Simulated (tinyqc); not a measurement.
Avalanche multiplication and breakdown of a junction from ionisation integrals: one step, computed by the program tinyqc. Command: `OMP_NUM_THREADS=1 python tinyqc.py 3001070 3001071 out.jsonl impact walk`. One thread of a shared host (Intel(R) Xeon(R) Processor @ 2.30GHz), about 0.01 s of CPU time with the checks.

Ionisation coefficients follow the local field. Position x runs through the depletion layer from the p side (x = 0), where electrons enter, to the n side (x = w), where holes enter. The built-in voltage is neglected.

Problem. Coefficients at the critical field. alpha_n = a_n exp(-(b_n/F)^c), alpha_p = a_p exp(-(b_p/F)^c).

Inputs (values chosen for the exercise, modelled on 4H-SiC):

| quantity | value | unit |
|---|---|---|
| electron prefactor a_n | 1.61e+08 | 1/cm |
| electron field b_n | 3.27e+07 | V/cm |
| hole prefactor a_p | 3.26e+08 | 1/cm |
| hole field b_p | 2.46e+07 | V/cm |
| exponent c | 1 | - |

Junction: punch-through p+ n- n+.

critical field F_m = 3.648833 MV/cm

Give: alpha_n; alpha_p; ratio k = alpha_p/alpha_n; shorter ionisation length.

Solution.

alpha_n = 20643 1/cm

alpha_p = 3.8482e+05 1/cm

ratio k = alpha_p/alpha_n = 18.641

shorter ionisation length = 0.025986 micrometre

Holes ionise more readily at the peak field.
